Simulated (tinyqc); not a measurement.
# Square on-chip spiral inductor, lumped pi model: what changes with what

Outer diameter do = di + 2 n wd + 2 (n - 1) sp, mean da = (do + di)/2, fill p = (do - di)/(do + di), length l = 4 n da. L = 2.34 mu0 n^2 da/(1 + 2.75 p), mu0 = 4 pi 1e-7 H/m. Rs = rho l/(wd delta (1 - exp(-th/delta))), delta = sqrt(rho/(pi f mu0)). Cs = n wd^2 eps0 eo/hu across the coil. At each end Cox = l wd eps0 eo/(2 ho) leads to the substrate branch Rsi = 2 rs he/(l wd) in parallel with Csi = l wd eps0 11.7/(2 he). With one end grounded Y = 1/(Rs + i w L) + i w Cs + 1/[1/(i w Cox) + 1/(1/Rsi + i w Csi)], w = 2 pi f; Q = -Im Y/Re Y. Eddy currents in neighbouring turns and in the substrate are left out.

Parameters, values chosen for the exercise; values of the order met in silicon radio-frequency processes:
```
symbol,value,unit,meaning
n,5.5,,number of turns
wd,10,um,line width
sp,3,um,space between turns
di,40,um,inner diameter
th,2,um,metal thickness
rho,2.2,uohm cm,metal resistivity
ho,5.9,um,oxide below the coil
hu,1.1,um,oxide between coil and underpass
eo,3.9,,relative permittivity of the oxide
rs,10,ohm cm,substrate resistivity
he,80,um,effective spreading depth in the substrate
f,1.3,GHz,frequency
```

Constants: eps0 = 8.8541878128e-12 F/m. Results are converted to the units shown.

Each table varies one quantity; the others keep the values above.

## Quality factor against frequency

Apparent inductance Im(1/Y)/w; share of the loss Re(substrate branch)/Re Y.

Quality factor against frequency:

| f (GHz) | Rs (ohm) | w L/Rs | Q | apparent inductance (nH) | loss in the substrate (%) |
|---|---|---|---|---|---|
| 0.25 | 3.221 | 1.720 | 1.718 | 3.529 | 0.01021 |
| 0.41 | 3.402 | 2.671 | 2.663 | 3.533 | 0.05875 |
| 0.67 | 3.641 | 4.079 | 4.042 | 3.543 | 0.3505 |
| 1.1 | 3.963 | 6.152 | 5.944 | 3.570 | 2.038 |
| 1.8 | 4.395 | 9.077 | 7.929 | 3.631 | 9.756 |
| 2.9 | 4.960 | 12.96 | 8.412 | 3.752 | 30.37 |
| 4.8 | 5.776 | 18.42 | 6.391 | 4.027 | 59.53 |
| 7.8 | 6.856 | 25.21 | 3.576 | 4.740 | 79.48 |
| 13 | 8.418 | 34.23 | 0.7745 | 5.603 | 90.42 |

Q goes from 1.72 through a maximum of 8.41 (at f = 2.9 GHz among the rows listed) to 0.774; the exact peak is 8.53 at 2.52 GHz and Q reaches zero at the self-resonance, 15.0 GHz. The share of the substrate rises from 0.0102 to 90.4 %, and the apparent inductance ends at 1.59 times L. At the peak the substrate takes 23.0 % of the loss. For f = 13 the coil is longer than 0.15 of a wavelength in the oxide, where one lumped section is rough.

## Effect of the line width

Same model as above.

Peak Q and its frequency from a search over f; self-resonance where Im Y = 0; Q at the given f (negative beyond resonance).

Effect of the line width:

| wd (um) | L (nH) | do (um) | peak Q | f of the peak (GHz) | self-resonance (GHz) | Q at f |
|---|---|---|---|---|---|---|
| 2 | 2.806 | 89.00 | 7.172 | 16.36 | 63.87 | 1.877 |
| 4 | 2.929 | 111.0 | 7.940 | 7.553 | 36.81 | 3.330 |
| 6 | 3.105 | 133.0 | 8.179 | 4.588 | 25.44 | 4.577 |
| 9 | 3.416 | 166.0 | 8.444 | 2.835 | 16.85 | 6.187 |
| 13 | 3.874 | 210.0 | 8.755 | 1.919 | 11.08 | 7.860 |
| 18 | 4.479 | 265.0 | 9.048 | 1.393 | 7.289 | 9.007 |
| 25 | 5.353 | 342.0 | 9.315 | 1.015 | 4.503 | 8.623 |

As wd goes from 2 to 25, L rises from 2.81 to 5.35 nH, the peak Q rises from 7.17 to 9.31, its frequency falls from 16.4 to 1.02 GHz and the self-resonance falls from 63.9 to 4.50 GHz.

Numbers from tinyqc (`OMP_NUM_THREADS=1 python tinyqc.py 2302195 2302196 out.jsonl`; about 0.01 s on one thread of a shared Intel Xeon 2.30GHz).
